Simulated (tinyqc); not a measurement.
Electron-beam lithography: double-Gaussian proximity function, edge placement and dose correction for parallel lines: one step, computed by the program tinyqc.

Lines are infinitely long. Absorbed energy is counted so that the middle of a very large area written at dose 1 receives 1; the resist develops where it exceeds 1/2.

Task: Interaction matrix. f(r) = [exp(-r^2/alpha^2)/alpha^2 + eta exp(-r^2/beta^2)/beta^2]/(pi (1 + eta)). A line from a to b at dose d gives E(x) = d [S(alpha) + eta S(beta)]/(1 + eta), S(s) = [erf((b - x)/s) - erf((a - x)/s)]/2. M_ij is the mean of E at the two edges of line i from line j at dose 1.

Inputs (values chosen for the exercise, of the order of those for 100 keV electrons in resist on silicon): forward range alpha = 0.023 micrometre; backscatter range beta = 30 micrometre; backscatter ratio eta = 0.62.

Lines (micrometre):
```
line  left edge  right edge        centre
1         0.000       0.096  4.800000e-02
2        12.096      12.132  1.211400e+01
3        12.186      12.257  1.222150e+01
4        12.344      19.544  1.594400e+01
```

Give: M.

Result:

M, rows 1, 2, 3, 4:
```
[[0.3093, 0.0002, 0.0004, 0.0391],
 [0.0006, 0.3006, 0.0006, 0.0507],
 [0.0006, 0.0004, 0.3091, 0.0508],
 [0.0005, 0.0003, 0.0005, 0.3595]]
```
